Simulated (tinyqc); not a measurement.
Inside a calculation. Model: order-disorder in a binary alloy on two sublattices: Bragg-Williams and pair (quasi-chemical) approximations. Computed by tinyqc, a small Python program that keeps every step. Command: `OMP_NUM_THREADS=1 python tinyqc.py 3014582 3014583 out.jsonl order walk`. One thread of a shared host (Intel(R) Xeon(R) Processor @ 2.30GHz), about 0.01 s of CPU time with the checks. Intermediate numbers are printed to about 6 digits and carried at full precision; extremes and crossings named in words are read from the listed rows.

All z = 8 neighbours of a site lie on the other sublattice. B fills the sublattices with x + eta/2 and x - eta/2; energies are per site, from the pure components: u = -z w y with y the probability of an A-B bond taken in one order.

Inputs (values chosen for the exercise, for a model alloy): ordering energy w = (e_AA + e_BB)/2 - e_AB = 17.3 meV; fraction x of B = 0.5; temperature T = 659 K.

Lattice: bcc (B2 order, z = 8). Method: Newton steps.

scattering factors f_A, f_B (electrons): [17, 41]

Constants: k_B = 8.617333262e-05 eV/K.

## Critical temperatures

Bragg-Williams: k_B T_c = 2 z w x (1 - x). Pair approximation at x = 1/2: k_B T_c = w/ln(z/(z - 2)).

T_c, Bragg-Williams = 803.033 K

T_c, pair approximation at x = 1/2 = 697.847 K

At x = 1/2 the pair value is 0.869 of the Bragg-Williams one; the ratio tends to 1 as z grows.

## Long-range order, Bragg-Williams

Bragg-Williams: u = -z w [x (1 - x) + eta^2/4]; minimising f gives ln[a (1 - b)/(b (1 - a))] = 2 z w eta/(k_B T) =: ln Q, a = x + eta/2, b = x - eta/2. For given Q this is a quadratic for eta, (Q - 1) eta^2/4 - (Q + 1) eta/2 + (Q - 1) x (1 - x) = 0, smaller root: the map eta -> phi(eta). Newton steps on phi(eta) - eta, with the slope by central differences of 1e-6; start at 0.999 times 2x; stop when |phi - eta| < 1e-10.

Iteration:
```
step       eta  phi(eta)     phi - eta
1     0.999000  0.838869  -1.60131e-01
2     0.748381  0.722066  -2.63144e-02
3     0.685242  0.683157  -2.08485e-03
4     0.679288  0.679268  -1.92065e-05
5     0.679232  0.679232  -1.69657e-09
6     0.679232  0.679232             0
```

order parameter eta = 0.679232

last residual = 0

Converged: eta is 67.9 % of its largest value 2x. Caution: T is near or above the T_c of the better pair approximation, so the true long-range order is lower than Bragg-Williams gives.

## Energy, entropy and site fractions

a = x + eta/2, b = x - eta/2; u = -z w [x (1 - x) + eta^2/4]; s/k_B = [s2(a) + s2(b)]/2, s2(c) = -c ln c - (1 - c) ln(1 - c); gain on ordering = f(eta) - f(0), f = u - T s. Superlattice over fundamental intensity = [eta (f_B - f_A)/2]^2/[(1 - x) f_A + x f_B]^2.

B fraction on its own sublattice = 0.839616

B fraction on the A sublattice = 0.160384

energy u = -50.5629 meV/site

entropy s = 0.440306 k_B/site

gain on ordering = -1.60452 meV/site

intensity ratio = 0.0789955

The antisite fraction is 0.1604; the dilute estimate exp(-z w/(k_B T)) gives 0.0874.

## Short-range order at the Bragg-Williams T_c

Quasi-chemical disordered state, with T here the Bragg-Williams T_c and not the input T: y^2/[(1 - x - y)(x - y)] = exp(2 w/(k_B T)) =: E, so y = 2 x (1 - x)/(1 + r), r = sqrt(1 - 4 x (1 - x)(1 - 1/E)); Warren-Cowley alpha = 1 - y/(x (1 - x)); u = -z w y.

bond probability y = 0.281088

alpha of the disordered state at the Bragg-Williams T_c = -0.124353

energy of the disordered state = -38.9026 meV/site

Short-range order already holds 12 % of the full ordering energy z w x^2, counted from the random alloy at -z w x (1 - x); Bragg-Williams puts none there.

## Both approximations at x = 1/2

At x = 1/2 the alloy is an Ising model with K = w/(2 k_B T). Bragg-Williams: eta = tanh(z K eta), neighbour correlation -eta^2. Pair: h = (z - 1) artanh(tanh K tanh h), eta = tanh(z h/(z - 1)), correlation -(tanh K + tanh^2 h)/(1 + tanh K tanh^2 h). T is given in units of the Bragg-Williams T_c at x = 1/2, z w/(2 k_B).

Order and neighbour correlation:
```
T/T_c    T (K)  eta, Bragg-Williams  correlation, Bragg-Williams  eta, pair  correlation, pair
0.30    240.91             0.997414                    -0.994834   0.997340          -0.994718
0.45    361.36             0.973976                    -0.948629   0.970957          -0.944336
0.55    441.67             0.935529                    -0.875215   0.922525          -0.858474
0.65    521.97             0.872065                    -0.760498   0.831708          -0.715218
0.75    602.27             0.775516                    -0.601426   0.666415          -0.502704
0.85    682.58             0.629501                    -0.396272   0.289269          -0.208954
0.95    762.88             0.379485                    -0.144009   0.000000          -0.130825
1.10    883.34             0.000000                     0.000000   0.000000          -0.113150
1.50   1204.55             0.000000                     0.000000   0.000000          -0.083141
```

The pair approximation loses long-range order between T/T_c = 0.85 and 0.95, at 698 K, and keeps a correlation of -0.083 in the last row. At its own T_c the correlation is -1/(z - 1) = -0.143, so the fewer the neighbours, the more of the ordering energy is released above T_c.

Checks made by the program: eta against bracketed root finding (relative difference below 1e-10).
